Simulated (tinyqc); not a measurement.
Narrowing from the saturation current.

Question. A uniform n-type emitter has J0 = (q p0 D/L)(s + tanh(W/L))/(1 + s tanh(W/L)), D = mup Vt, s = S L/D, and p0 = (ni^2/N) exp(dE_app/kB T), where dE_app = dEg + kB T ln[(N/Nc) exp(-eta)]. Find p0, dE_app and dEg.

Values chosen for this exercise; band and dielectric values close to those of silicon:
```
symbol,value,unit,meaning
T,300,K,temperature
Nc,2.76e19,cm^-3,conduction-band density of states at 300 K
N,1.1e19,cm^-3,ionised donor density
mup,140,cm^2/(V s),minority-hole mobility
W,1100,nm,emitter width
S,2700,cm/s,recombination velocity at the contact
```

Constants: q = 1.602176634e-19 C, kB = 1.380649e-23 J/K, Vt = kB T/q. Results are converted to the units shown.

J0 = 48.847440 fA/cm^2
L = 3916.0867 nm
ni = 1.0540142e10 cm^-3
converged eta = -0.77978854

Answer. J0 gives p0, its ratio to ni^2/N gives dE_app, and the degeneracy term is taken off.

p0 = 62.96 cm^-3
dE_app = 47.31 meV
dEg = 50.93 meV

Computed by the program tinyqc: `OMP_NUM_THREADS=1 python tinyqc.py 2330015 2330016 out.jsonl`, one thread of a shared Intel Xeon 2.30GHz, about 0.01 s for the whole run.
